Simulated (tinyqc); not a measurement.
Inside a calculation. Method: CIS on RHF in the 6-31g basis, for H3+, spin multiplicity 1. One step of it, computed by the program tinyqc.

Task: CIS matrix, singlets. A(ia,jb) = (e_a - e_i) d_ij d_ab + 2 (ia|jb) - (ij|ab).

orbital energies (hartree): MO1 -0.953181, MO2 -0.368866, MO3 -0.105684, MO4 0.589991, MO5 0.641122, MO6 0.770866

Two-electron integrals over orbitals (pq|rs), unique and non-zero (hartree):
```
(11|11) 0.534666    (21|11) -0.000006   (21|21) 0.119466    (22|11) 0.430527
(22|21) 0.000007    (22|22) 0.442287    (31|11) 0.065530    (31|21) 1.05e-06
(31|22) -0.024356   (31|31) 0.081048    (32|11) 2.02e-06    (32|21) -0.081554
(32|22) -0.000005   (32|31) -3.36e-06   (32|32) 0.076566    (33|11) 0.410265
(33|21) -0.000006   (33|22) 0.359852    (33|31) 0.038017    (33|32) 4.24e-06
(33|33) 0.362655    (41|11) 0.083871    (41|21) -3.89e-06   (41|22) 0.076050
(41|31) -0.000177   (41|32) 1.72e-06    (41|33) 0.043298    (41|41) 0.054836
(42|11) -0.000005   (42|21) 0.059371    (42|22) 2.01e-06    (42|31) 5.08e-07
(42|32) -0.036856   (42|33) -3.18e-06   (42|41) -4.08e-06   (42|42) 0.059648
(43|11) -0.020838   (43|21) 2.79e-07    (43|22) -0.030487   (43|31) 0.001843
(43|32) -1.29e-08   (43|33) -0.014813   (43|41) -0.010071   (43|42) 1.72e-06
(43|43) 0.028197    (44|11) 0.434282    (44|21) -0.000010   (44|22) 0.406716
(44|31) 0.008515    (44|32) 0.000006    (44|33) 0.354834    (44|41) 0.070478
(44|42) -0.000007   (44|43) -0.031968   (44|44) 0.408663    (51|11) 0.000006
(51|21) -0.055721   (51|22) -0.000006   (51|31) 3.66e-06    (51|32) 0.033345
(51|33) 3.68e-06    (51|41) 2.56e-06    (51|42) -0.052833   (51|43) 1.30e-06
(51|44) 3.30e-06    (51|51) 0.048340    (52|11) -0.099738   (52|21) -0.000009
(52|22) -0.103715   (52|31) 0.013314    (52|32) 4.74e-06    (52|33) -0.049729
(52|41) -0.058606   (52|42) -0.000006   (52|43) 0.028772    (52|44) -0.100920
(52|51) 0.000010    (52|52) 0.085133    (53|11) 0.000008    (53|21) 0.017159
(53|22) 0.000006    (53|31) 2.93e-06    (53|32) -0.000837   (53|33) 0.000005
(53|41) 2.25e-06    (53|42) 0.029298    (53|43) 1.41e-06    (53|44) 4.34e-06
(53|51) -0.025169   (53|52) -0.000007   (53|53) 0.024790    (54|11) 0.000005
(54|21) -0.127627   (54|22) -0.000013   (54|31) 2.13e-06    (54|32) 0.091713
(54|33) 0.000006    (54|41) 2.24e-06    (54|42) -0.074872   (54|43) 3.39e-07
(54|44) 0.000008    (54|51) 0.068924    (54|52) 0.000014    (54|53) -0.023601
(54|54) 0.156379    (55|11) 0.407539    (55|21) 0.000023    (55|22) 0.424154
(55|31) -0.026709   (55|32) -0.000017   (55|33) 0.339941    (55|41) 0.082389
(55|42) 0.000013    (55|43) -0.035545   (55|44) 0.405769    (55|51) -0.000017
(55|52) -0.114101   (55|53) 0.000009    (55|54) -0.000034   (55|55) 0.431392
(61|11) -0.065944   (61|21) -4.23e-06   (61|22) 0.018135    (61|31) -0.064575
(61|32) 0.000005    (61|33) -0.037955   (61|41) -0.011549   (61|42) -4.47e-06
(61|43) -0.029659   (61|44) -0.001525   (61|51) -2.42e-06   (61|52) -0.020152
(61|53) -0.000006   (61|54) 2.61e-06    (61|55) 0.027370    (61|61) 0.095015
(62|11) -0.000007   (62|21) 0.058058    (62|22) -4.50e-06   (62|31) 4.51e-06
(62|32) -0.035817   (62|33) -4.44e-06   (62|41) -0.000006   (62|42) 0.043260
(62|43) 3.79e-06    (62|44) -0.000012   (62|51) -0.038968   (62|52) 3.38e-07
(62|53) 0.022635    (62|54) -0.069407   (62|55) 3.68e-06    (62|61) -0.000008
(62|62) 0.040076    (63|11) -0.126361   (63|21) 0.000006    (63|22) -0.069787
(63|31) -0.037118   (63|32) -1.31e-06   (63|33) -0.067683   (63|41) -0.049764
(63|42) 0.000006    (63|43) -0.003029   (63|44) -0.077117   (63|51) -0.000007
(63|52) 0.043700    (63|53) -2.62e-06   (63|54) -0.000006   (63|55) -0.065265
(63|61) 0.056871    (63|62) 0.000005    (63|63) 0.078683    (64|11) -0.023953
(64|21) -0.000012   (64|22) 0.051252    (64|31) -0.068470   (64|32) 0.000011
(64|33) -0.015954   (64|41) 0.019538    (64|42) -0.000008   (64|43) -0.013451
(64|44) 0.024508    (64|51) 2.60e-06    (64|52) -0.040875   (64|53) -4.13e-06
(64|54) 0.000011    (64|55) 0.063740    (64|61) 0.064604    (64|62) -0.000013
(64|63) 0.019333    (64|64) 0.078832    (65|11) -0.000006   (65|21) -0.077029
(65|22) -2.67e-06   (65|31) -0.000011   (65|32) 0.061036    (65|33) -1.54e-06
(65|41) 1.95e-06    (65|42) -0.052504   (65|43) -2.71e-06   (65|44) 0.000006
(65|51) 0.047759    (65|52) 4.55e-06    (65|53) -0.014355   (65|54) 0.096618
(65|55) -0.000015   (65|61) 0.000016    (65|62) -0.042612   (65|63) 2.88e-06
(65|64) 0.000021    (65|65) 0.066200    (66|11) 0.531435    (66|21) -0.000020
(66|22) 0.392070    (66|31) 0.104475    (66|32) 0.000012    (66|33) 0.415981
(66|41) 0.092372    (66|42) -0.000015   (66|43) -0.009727   (66|44) 0.419716
(66|51) 0.000018    (66|52) -0.084512   (66|53) 0.000008    (66|54) 0.000025
(66|55) 0.377668    (66|61) -0.118586   (66|62) -0.000012   (66|63) -0.152561
(66|64) -0.069684   (66|65) -1.23e-06   (66|66) 0.599997
```

Give: CIS matrix A, singlet.

Result:

CIS matrix A, singlet (hartree), order 1>2, 1>3, 1>4, 1>5, 1>6:
$$\begin{pmatrix}
0.3927 & 0.0000 & 0.0000 & -0.0117 & 0.0000 \\
0.0000 & 0.5993 & 0.0205 & 0.0000 & -0.0028 \\
0.0000 & 0.0205 & 1.2186 & 0.0000 & 0.0009 \\
-0.0117 & 0.0000 & 0.0000 & 1.2834 & 0.0000 \\
0.0000 & -0.0028 & 0.0009 & 0.0000 & 1.3826
\end{pmatrix}$$
